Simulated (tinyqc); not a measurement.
Inside a calculation. Model: admittance spectroscopy of a deep trap.

Computed by the program tinyqc: `OMP_NUM_THREADS=1 python tinyqc.py 2050095 2050096 out.jsonl`, one thread of a shared Intel Xeon 2.30GHz, about 0.01 s for the whole run. Printed values are rounded.

Schottky contact on an n-type layer with shallow donors Nd (all ionised) and a donor-like deep trap, neutral when filled and positive when empty; depletion approximation. Traps within lam of the depletion edge stay filled. The traps at xt = W - lam, where the level crosses the Fermi level, follow a slow signal and not a fast one. w = 2 pi f.

Parameters, values chosen for the exercise; material values close to those of silicon:

| symbol | value | unit | meaning |
|---|---|---|---|
| eps_r | 11.9 |  | relative permittivity |
| Nc | 2.85e19 | cm^-3 | conduction-band density of states at 300 K |
| vth | 2.3e7 | cm/s | thermal velocity at 300 K |
| Nd | 3.1e15 | cm^-3 | shallow donor density |
| Vbi | 0.64 | V | built-in voltage |
| Et | 0.43 | eV | depth of the trap below the conduction edge |
| sn | 1.1e-17 | cm^2 | capture cross-section |
| Nt | 1.2e15 | cm^-3 | trap density |
| Vr | 0 | V | reverse bias |
| f | 2.1e5 | Hz | signal frequency |
| T | 472 | K | temperature |

Constants: q = 1.602176634e-19 C, kB = 1.380649e-23 J/K, eps0 = 8.8541878128e-14 F/cm where lengths are in cm. Results are converted to the units shown.

## Widths and limiting capacitances

lam = sqrt(2 eps0 eps_r (EF - ET)/(q Nd)), EF - ET = Et - (kB T/q) ln(Nc(T)/Nd), Nc(T) = Nc (T/300 K)^1.5. In the steady state at the band bending V, 2 eps0 eps_r V/q = Nd W^2 + Nt (W - lam)^2 (the second term only if W > lam). V = Vbi + Vr. C_HF = eps0 eps_r/W, C_LF = eps0 eps_r (Nd + Nt)/(Nd W + Nt xt).

lam = 114.963 nm
W = 471.517 nm
xt = 356.554 nm
C_HF = 22.3459 nF/cm^2
C_LF = 23.9774 nF/cm^2

The step is 7.30 % of C_HF.

## Admittance at the signal frequency

Emission rate en = sn vth(T) Nc(T) exp(-Et/kB T) = sn g T^2 exp(-Et/kB T), g = vth Nc/(300 K)^2, as vth goes as T^0.5 and Nc as T^1.5 (degeneracy factor 1). Inflection frequency w0 = 2 en [1 + Nt xt/(Nd W)]; C = C_HF + (C_LF - C_HF)/(1 + (w/w0)^2), G/w = (C_LF - C_HF)(w/w0)/(1 + (w/w0)^2).

en = 4.57387e5 1/s
w0/(2 pi) = 1.88207e5 Hz
C = 23.0726 nF/cm^2
G/w = 0.810859 nF/cm^2

The signal lies near the inflection, where the loss is largest.
